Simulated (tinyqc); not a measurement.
Solubility, supersaturation, precipitation and gettering of an impurity in a silicon-like host. From supersaturation s back to enthalpy of solution H. Computed by tinyqc, a small Python program. Command: `OMP_NUM_THREADS=1 python tinyqc.py 3026082 3026083 out.jsonl ripen inv`. One thread of a shared host (Intel(R) Xeon(R) Processor @ 2.30GHz), about 0.01 s of CPU time with the checks.

The wafer was saturated at T1 and is then held at T.

Inputs (values chosen for the exercise, modelled on nickel in silicon):
```
quantity                                   value    unit
site density N0                            5e+22  1/cm^3
entropy of solution S                        3.1     k_B
diffusion prefactor D0                    0.0022  cm^2/s
migration energy Q                         0.481      eV
temperature of saturation T1                1225       K
anneal temperature T                         816       K
impurity density in the precipitate C_p  3.7e+22  1/cm^3
interface energy gamma                      0.28   J/m^2
```

Constants: k_B = 8.617333262e-05 eV/K; k_B = 1.380649e-23 J/K.

Method. C_eq(T) = N0 exp(S/k_B - H/(k_B T)); D(T) = D0 exp(-Q/(k_B T)); C0 = C_eq(T1). Supersaturation s = C0/C_eq(T); critical radius r* = 2 gamma/(C_p k_B T ln s); barrier W* = (4 pi/3) gamma r*^2. Strain energy is left out.

Question. A run gave the result below. Find the enthalpy of solution H, known to lie between 1.1 and 2.6 eV.

supersaturation s = 1019.989

Answer.

Each step takes the trial c = (a f_b - b f_a)/(f_b - f_a), f being the result less the target and a, b, c the logarithms of the listed values; c replaces end b, the old b replaces a if the sign of f changed, and otherwise f_a is halved.

Scan of the range:
```
enthalpy of solution H (eV)  supersaturation s
1.10                               1.85483e+02
1.27                               4.15776e+02
1.47                               1.07468e+03
1.69                               3.05449e+03
1.95                               1.04974e+04
2.25                               4.36226e+04
2.60                               2.29850e+05
```

False position (Illinois rule, in the logarithm of the input) inside the bracket:
```
step    end a    end b    trial  supersaturation s
1     1.27000  1.47000  1.45226             987.88
2     1.47000  1.45226  1.45880            1019.02
3     1.47000  1.45880  1.45918            1020.87
4     1.45880  1.45918  1.45900            1019.99
5     1.45918  1.45900  1.45900            1019.99
```

Supersaturation s rises at every point of a 13-point scan of the range (every second point is shown), so one value fits; it is bracketed by 1.27 and 1.47. Answer: enthalpy of solution H = 1.459 eV.

Caution: the barrier to homogeneous nucleation is below 35 k_B T for these inputs, so new precipitates would form and outnumber the fixed sinks assumed here.
